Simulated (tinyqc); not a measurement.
# Electron continuity equation in a given potential, Scharfetter-Gummel discretisation, step by step

Computed by the program tinyqc: `OMP_NUM_THREADS=1 python tinyqc.py 2220041 2220042 out.jsonl`, one thread of a shared Intel Xeon 2.30GHz, about 0.01 s for the whole run. Printed values are rounded.

Steady state in one dimension: J = q mu n E + q D dn/dx with E = -dpsi/dx and D = mu Vt, dJ/dx = 0, fixed densities nL and nR at the ends. The potential is given, psi = 0 for x < L/2 and U (2 x/L - 1) beyond, and is not changed by the electrons.

Values chosen for this exercise; mobility close to that of 4H silicon carbide at room temperature:
```
symbol,value,unit,meaning
T,325,K,temperature
mu,892,cm^2/(V s),electron mobility
L,6.4,um,length of the region
nL,4.1e13,cm^-3,density at x = 0
nR,1.2e14,cm^-3,density at x = L
U,0.39,V,potential difference psi(L) - psi(0)
```

Constants: q = 1.602176634e-19 C, kB = 1.380649e-23 J/K, Vt = kB T/q. Results are converted to the units shown.

## Potential on the mesh

10 equal intervals, h = L/10; psi = 0 for x < L/2 and U (2 x/L - 1) beyond.

```
node,psi (V)
0,0.000000
1,0.000000
2,0.000000
3,0.000000
4,0.000000
5,0.000000
6,0.078000
7,0.156000
8,0.234000
9,0.312000
10,0.390000
```

## Bernoulli factors

d_i = (psi_(i+1) - psi_i)/Vt; B(d) = d/(exp(d) - 1), B(0) = 1. The flux on interval i is J_i = (q D/h) [n_(i+1) B(d_i) - n_i B(-d_i)].

```
interval,d_i,B(d_i),B(-d_i)
0,0.00000,1,1
1,0.00000,1,1
2,0.00000,1,1
3,0.00000,1,1
4,0.00000,1,1
5,2.78508,0.183215,2.96830
6,2.78508,0.183215,2.96830
7,2.78508,0.183215,2.96830
8,2.78508,0.183215,2.96830
9,2.78508,0.183215,2.96830
```

The largest |d_i| is 2.79, above 2, where central differences lose the sign pattern that keeps densities positive.

## Tridiagonal system for the inner nodes

Row i (1 to 9): B(-d_(i-1)) n_(i-1) + b_i n_i + B(d_i) n_(i+1) = f_i with b_i = -B(-d_i) - B(d_(i-1)) and f_i = 0; the known end values are moved to the right: f_1 loses B(-d_0) nL and f_9 loses B(d_9) nR. h = L/10, D = mu Vt.

```
node,diagonal b,right side f (cm^-3)
1,-2,-4.1e13
2,-2,0
3,-2,0
4,-2,0
5,-3.96830,0
6,-3.15151,0
7,-3.15151,0
8,-3.15151,0
9,-3.15151,-2.19858e13
```

## Densities and current

B(d_i) and B(-d_i) are the Bernoulli factors of the potential steps, b and f the diagonal and right side. Solve B(-d_(i-1)) n_(i-1) + b_i n_i + B(d_i) n_(i+1) = f_i (end values already in f), then J_i = (q D/h) [n_(i+1) B(d_i) - n_i B(-d_i)], h = L/10, D = mu Vt.

```
node,n (cm^-3)
0,4.1e13
1,3.33494e13
2,2.56988e13
3,1.80483e13
4,1.03977e13
5,2.74709e12
6,2.74869e12
7,2.77456e12
8,3.19370e12
9,9.98430e12
10,1.2e14
```

```
interval,J (A/cm^2)
0,-0.478460
1,-0.478460
2,-0.478460
3,-0.478460
4,-0.478460
5,-0.478460
6,-0.478460
7,-0.478460
8,-0.478460
9,-0.478460
```

Without sources J is the same on every interval. A mesh 200 times finer gives the same densities: for a potential that is linear on each interval and no sources the scheme is exact.
